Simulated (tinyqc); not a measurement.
What each parameter does: valley splitting in a one-orbital chain of atomic planes (second-neighbour model).

Each (001) plane carries one orbital with energy e0, hopping v to the next plane and u to the second: E(phi) = e0 + 2 v cos(phi) + 2 u cos(2 phi), where phi = pi - k a/4 (the sign of every second orbital is chosen so that v > 0, which shifts the phase by pi). The minimum lies at cos(phi0) = -v/(4u), phi0 = pi - (pi/2) k0 for a valley at k0 (2 pi/a), and e0 puts it at zero. A slab of N planes has hard walls: the matrix simply ends.

A well of Nw planes between barriers of 40 planes each (as of a SiGe alloy, taken as an offset alone). With x = j - 39.5 for plane j = 0, 1, ..., the potential is V0 (f(x) + f(Nw - x)) + F (j - 40) a/4, f(y) = 1/(1 + exp(y/L)), a step for L = 0; L is in planes, 4 L is about the distance over which f goes from 0.88 to 0.12, and 1 MV/m = 1e-4 V/angstrom.

Constants: hbar^2/2m0 = 3.80998211 eV angstrom^2.

Inputs chosen for the exercise (near those of the Delta valleys of silicon; abrupt walls in this chain split the valleys several times more than measured wells; the results hold for these values, not for the real material):
```
symbol  value  unit      meaning
a       5.426  angstrom  lattice constant; planes lie a/4 apart
k0      0.825  2 pi/a    position of the valley
ml      0.89   m0        longitudinal mass
V0      0.15   eV        barrier height
F       2      MV/m      field
Nw      64               planes in the well
```

Step interfaces (L = 0). u, v, e0 follow from 8 u sin^2(phi0) = (2c/ml)/(a/4)^2, v = -4u cos(phi0), e0 = 2u + v^2/(4u), c = hbar^2/2m0.

One parameter was then changed.

Results before and after:
```
case     mean level (meV)  splitting (micro-eV)
base                12.03                 339.9
changed             12.00                 312.7
```

Which of these changes was made? (a) F = 4 MV/m; (b) V0 = 0.225 eV; (c) ml = 0.979 m0; (d) Nw = 65; (e) k0 = 0.835 2 pi/a.

Answer: (d) Nw = 65. Of the candidates, run in turn, only this one gives the changed row.

All candidates:
```
case               mean level (meV)  splitting (micro-eV)
base                          12.03                 339.9
k0 = 0.835 2 pi/a             12.03                 333.6
ml = 0.979 m0                 11.60                 329.1
V0 = 0.225 eV                 12.28                 346.9
F = 4 MV/m                    18.12                 577.6
Nw = 65                       12.00                 312.7
```

Program tinyqc; command `OMP_NUM_THREADS=1 python tinyqc.py 1451353 1451354 out.jsonl`; about 0.02 s on one thread of a shared Intel(R) Xeon(R) Processor @ 2.30GHz.
